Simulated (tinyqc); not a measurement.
Energy against coordination: Tersoff bond-order potential. Computed by tinyqc, a small Python program. Command: `OMP_NUM_THREADS=1 python tinyqc.py 3021406 3021407 out.jsonl tersoff walk`. One thread of a shared host (Intel(R) Xeon(R) Processor @ 2.30GHz), about 0.01 s of CPU time with the checks.

E = (1/2) sum_(i, j != i) [A exp(-lambda r_ij) - b_ij B exp(-mu r_ij)], b_ij = (1 + (beta zeta_ij)^n)^(-1/(2n)), zeta_ij = sum_(k != i, j) g(theta_ijk), g = 1 + c^2/d^2 - c^2/(d^2 + (h - cos theta)^2), with theta at atom i. Only nearest neighbours count (cut-off function 1 for them, 0 beyond).

Inputs (values chosen for the exercise, modelled on carbon):

| quantity | value | unit |
|---|---|---|
| A | 1394.1 | eV |
| B | 345.84 | eV |
| lambda | 3.4879 | 1/angstrom |
| mu | 2.2119 | 1/angstrom |
| beta | 1.55e-07 | - |
| n | 0.7232 | - |
| c | 39110 | - |
| d | 4.283 | - |
| h | -0.5622 | - |

Method. Angles seen from one bond (cos theta: count): chain -1: 1; graphitic -1/2: 2; diamond -1/3: 3; square net 0: 2, -1: 1; simple cubic 0: 4, -1: 1; bcc 1/3: 3, -1/3: 3, -1: 1; fcc 1/2: 4, 0: 2, -1/2: 4, -1: 1. With z equal bonds of order b, r = ln(lambda A/(mu b B))/(lambda - mu) and E per atom = -(z/2) b B exp(-mu r)(1 - mu/lambda).

Relaxed structures:

| structure | z | zeta | b | r (angstrom) | E per atom (eV) | E per bond (eV) |
|---|---|---|---|---|---|---|
| dimer | 1 | 0 | 1.0000 | 1.4494 | -2.5632 | -5.1264 |
| chain | 2 | 8.6223e+05 | 0.8650 | 1.5630 | -3.4492 | -3.4492 |
| graphitic | 3 | 3.5166e+04 | 0.9844 | 1.4618 | -7.3652 | -4.9102 |
| diamond | 4 | 7.1225e+05 | 0.8800 | 1.5497 | -7.2283 | -3.6141 |
| square net | 4 | 3.6870e+06 | 0.7023 | 1.7264 | -3.9023 | -1.9511 |
| simple cubic | 6 | 6.5117e+06 | 0.6178 | 1.8268 | -4.1237 | -1.3746 |
| bcc | 8 | 1.2053e+07 | 0.5205 | 1.9612 | -3.4413 | -0.8603 |
| fcc | 12 | 2.3083e+07 | 0.4194 | 2.1304 | -2.8607 | -0.4768 |

The lowest are graphitic, diamond and simple cubic, the first two 0.137 eV apart. The bond order falls from 1 to 0.419 and the bond weakens from -5.13 to -0.48 eV, as b^(lambda/(lambda - mu)) with exponent 2.73. With the same z = 4 the square net lies 3.33 eV above diamond, from its angles alone. Caution: in bcc and other dense structures second neighbours can fall inside the usual cut-off; they are left out here.

Extremes, crossings and ranges named in words are read from the listed rows.
